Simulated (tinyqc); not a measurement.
# Charge centroid from charge and shift

Problem. A sheet of N electrons in the storage layer of a charge-trap cell shifts the threshold by U = (q/eps0) N (tb/eb + xc tn/en). Find xc and the distance xc tn from the blocking layer.

Values chosen for this exercise:

| symbol | value | unit | meaning |
|---|---|---|---|
| tn | 8.9 | nm | storage layer |
| en | 7.5 |  | its relative permittivity |
| tb | 9.4 | nm | blocking layer |
| eb | 9 |  | its relative permittivity |

Constants: q = 1.602176634e-19 C, eps0 = 8.8541878128e-14 F/cm where lengths are in cm. Results are converted to the units shown.

N = 4.4e12 cm^-2
U = 1.2661829 V

Solution. U eps0/(q N) is the electrical distance from the gate; subtract that of the blocking layer.

xc = 0.4600
distance = 4.094 nm

Computed by the program tinyqc: `OMP_NUM_THREADS=1 python tinyqc.py 2130131 2130132 out.jsonl`, one thread of a shared Intel Xeon 2.30GHz, about 0.02 s for the whole run.
